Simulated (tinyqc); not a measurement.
Worked calculation: ellipsoidal valleys in the axes of a wafer and a channel. Values are carried at full precision from step to step, so a last printed digit may differ when a step is redone from the rounded ones.

Valleys with axes a along [111], [1-1-1], [-11-1] and [-1-11], one whole valley each; inverse mass tensor w = 1/mt + (1/ml - 1/mt) a a. Device axes: z = nz/|nz|, x = nx/|nx|, y = z cross x; in them a = (ax, ay, az). Confinement mass mz = 1/w_zz. In the plane w_ij is replaced by u_ij = w_ij - w_iz w_jz/w_zz (i, j = x, y); density-of-states mass md = 1/sqrt(det u); conductivity mass along x mc = 1/u_xx; ballistic transport mass mx = u_yy/det u, width mass my = 1/u_yy.

Constants: hbar^2/2m0 = 3.80998211 eV angstrom^2; kB = 8.617333262e-05 eV/K.

Parameters, chosen for this exercise (near those of the L valleys of Ge; shifted at random, so the results belong to these values and not to a real crystal): ml = 1.644 m0 (longitudinal mass); mt = 0.083 m0 (transverse mass); nz = (1, 1, 1) (surface normal (confinement)); nx = (1, 1, -2) (channel direction); t = 5.6 nm (thickness of the film); T = 400 K (temperature).

## Device axes and valley axes

Give the rows x, y, z in cubic components and each valley axis in device components.

device axes:
```
     [100]   [010]    [001]
x   0.4082  0.4082  -0.8165
y  -0.7071  0.7071   0.0000
z   0.5774  0.5774   0.5774
```

valley axes:
```
              ax       ay       az
[111]     0.0000   0.0000   1.0000
[1-1-1]   0.4714  -0.8165  -0.3333
[-11-1]   0.4714   0.8165  -0.3333
[-1-11]  -0.9428   0.0000  -0.3333
```

## Tensors of the valley [-11-1]

Form w and the reduced tensor u.

w (1/m0):
```
         x        y        z
x   9.5060  -4.4032   1.7976
y  -4.4032   4.4216   3.1136
z   1.7976   3.1136  10.7771
```

u (1/m0):
```
         x        y
x   9.2061  -4.9226
y  -4.9226   3.5221
```

The axis is tilted against the normal, so w_xz or w_yz is not zero and the reduction changes the masses in the plane.

## Masses of all valleys

Give mz, md, mc, mx and my.

Masses (m0):
```
valley       mz      md      mc      mx      my
[111]    1.6440  0.0830  0.0830  0.0830  0.0830
[1-1-1]  0.0928  0.3494  0.1086  0.4299  0.2839
[-11-1]  0.0928  0.3494  0.1086  0.4299  0.2839
[-1-11]  0.0928  0.3494  1.4706  1.4706  0.0830
```

mz md^2 = ml mt^2 = 0.01133 for every valley, so a heavy confinement mass comes with a small density of states. The heaviest mz is 1.644, for [111].

## Subbands and shares in a film

Hard walls: E_n = c (n pi/t)^2/mz, c = hbar^2/2m0, n = 1, 2, 3. Non-degenerate share of a valley proportional to md sum_n exp(-E_n/kT); mean 1/mc = sum of share/mc. 1 nm = 10 angstrom.

Give the ladders, the shares and the mean conductivity mass.

Subbands:
```
valley   E1 (meV)  E2 (meV)  E3 (meV)  share
[111]         7.3      29.2      65.6  0.824
[1-1-1]     129.2     516.9    1163.0  0.059
[-11-1]     129.2     516.9    1163.0  0.059
[-1-11]     129.2     516.9    1163.0  0.059
```

mean mc = 0.0905 m0

The lowest ladder ([111]) holds 82 % of the electrons in these valleys, the next starts 122 meV higher. With E3 - E1 below about 3 kT, three subbands are too few and the shares are approximate.

## Checks

- mz md^2 against ml mt^2: they agree to 1e-10 or better.
- mx my against md^2: they agree to 1e-10 or better.

Run: tinyqc, `OMP_NUM_THREADS=1 python tinyqc.py 1881117 1881118 out.jsonl`; Intel(R) Xeon(R) Processor @ 2.30GHz, one thread, shared host; about 0.01 s of CPU time with all checks.
